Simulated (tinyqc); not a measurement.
Three voltage laws: time-dependent dielectric breakdown: cell percolation, Weibull statistics, area scaling and voltage extrapolation. Computed by tinyqc, a small Python program. Command: `OMP_NUM_THREADS=1 python tinyqc.py 3003780 3003781 out.jsonl tddb walk`. One thread of a shared host (Intel(R) Xeon(R) Processor @ 2.30GHz), about 0.01 s of CPU time with the checks.

The oxide is divided into columns of area a^2, each holding m = t_ox/a cells (m is taken as continuous). A share lambda(t) = (t/t_1)^alpha of the cells is defective, and a column whose cells are all defective breaks down.

Inputs (values chosen for the exercise, for a model gate oxide):

| quantity | value | unit |
|---|---|---|
| oxide thickness t_ox | 5.1 | nm |
| defect cell size a | 1.1 | nm |
| exponent alpha of defect growth | 0.3 | - |
| time t_1 at which the occupied share would reach 1 | 1.6e+09 | s |
| test area A | 100 | um^2 |
| product area A_u | 200000 | um^2 |
| stress voltage V | 6.26 | V |
| use voltage V_u | 4.1 | V |
| local exponent n = -d ln t/d ln V at the stress voltage | 26 | - |
| activation energy E_a | 0.44 | eV |
| stress temperature T | 140 | C |
| use temperature T_u | 100 | C |
| allowed failure fraction F | 0.01 | - |

Voltage law used: 1/E.

Constants: k_B = 8.617333262e-05 eV/K.

Method:
- Failure fraction F = 1 - (1 - lambda^m)^N with N = A/a^2 columns, which for small lambda^m is 1 - exp(-(t/t63)^beta) with beta = alpha m and t63 = t_1 N^(-1/beta); critical share lambda(t63) = N^(-1/m). 1 um^2 = 1e6 nm^2.
- All three voltage laws share the slope n at the stress voltage. Factor t(V_u)/t(V): E law exp(n (1 - V_u/V)); 1/E law exp(n (V/V_u - 1)); power law (V/V_u)^n.
- Temperatures in kelvin are T(C) + 273.15.
- Temperature factor exp[(E_a/k_B)(1/T_u - 1/T)]; area factor (A/A_u)^(1/beta); percentile factor (-ln(1 - F))^(1/beta); life = t63 x all four; 1 year = 3.15576e7 s.
- Life = t63 x voltage, temperature, area and percentile factors, the last three as above.

projected life = 0.0533822 years

voltage factor = 888741

Log10 of the life in years:

| V_u/V | V_u (V) | E law | 1/E law | power law |
|---|---|---|---|---|
| 1.00 | 6.260 | -7.2214 | -7.2214 | -7.2214 |
| 0.95 | 5.947 | -6.6568 | -6.6271 | -6.6422 |
| 0.90 | 5.634 | -6.0922 | -5.9667 | -6.0317 |
| 0.80 | 5.008 | -4.9630 | -4.3985 | -4.7017 |
| 0.70 | 4.382 | -3.8339 | -2.3821 | -3.1939 |
| 0.60 | 3.756 | -2.7047 | 0.3064 | -1.4533 |
| 0.50 | 3.130 | -1.5756 | 4.0703 | 0.6054 |
| 0.40 | 2.504 | -0.4464 | 9.7161 | 3.1251 |

What follows from these numbers?

At V_u/V = 0.9 the laws differ by 0.13 decades at most, and at 0.5 by 5.6. The E law is the most cautious and the 1/E law the most hopeful. Ten years are reached at V_u/V = 0.272 (E), 0.579 (1/E), 0.483 (power). Caution: t_1 is an input here; in a real oxide it changes with thickness at fixed voltage. Caution: the rows at low voltage extrapolate over many decades and cannot be tested.
